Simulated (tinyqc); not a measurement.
Three-phonon processes in a diatomic chain: dispersion, energy and momentum conservation, and decay channels of optical phonons: one step, computed by the program tinyqc. Command: `OMP_NUM_THREADS=1 python tinyqc.py 3120465 3120466 out.jsonl threeph walk`. One thread of a shared host (Intel(R) Xeon(R) Processor @ 2.30GHz), about 0.04 s of CPU time with the checks.

Cell length a, two atoms, one spring constant. x = q a/pi runs from -1 to 1; A and O are the acoustic and optical branches. Matrix elements are not computed: only conservation laws and occupation factors are followed.

Task: Dispersion. omega^2 = k (1/m + 1/M) -/+ k sqrt((1/m + 1/M)^2 - 4 sin^2(pi x/2)/(m M)); nu = 15.6333042 THz x sqrt(omega^2) for eV/(angstrom^2 u).

Inputs (values chosen for the exercise, for a model chain): light mass m = 12 u; heavy mass M = 52.1 u; spring constant k = 13 eV/angstrom^2.

Constants: nu for 1 eV/(angstrom^2 u) = 15.6333042 THz.

Give: the table «Branches» with the columns nu_A (THz), nu_O (THz), for x = 0.10, 0.20, 0.35, 0.50, 0.65, 0.80, 0.90, 1.00.

Result:

Branches:

| x | nu_A (THz) | nu_O (THz) |
|---|---|---|
| 0.10 | 1.560 | 25.477 |
| 0.20 | 3.100 | 25.336 |
| 0.35 | 5.319 | 24.964 |
| 0.50 | 7.352 | 24.443 |
| 0.65 | 9.084 | 23.853 |
| 0.80 | 10.361 | 23.327 |
| 0.90 | 10.868 | 23.095 |
| 1.00 | 11.044 | 23.012 |
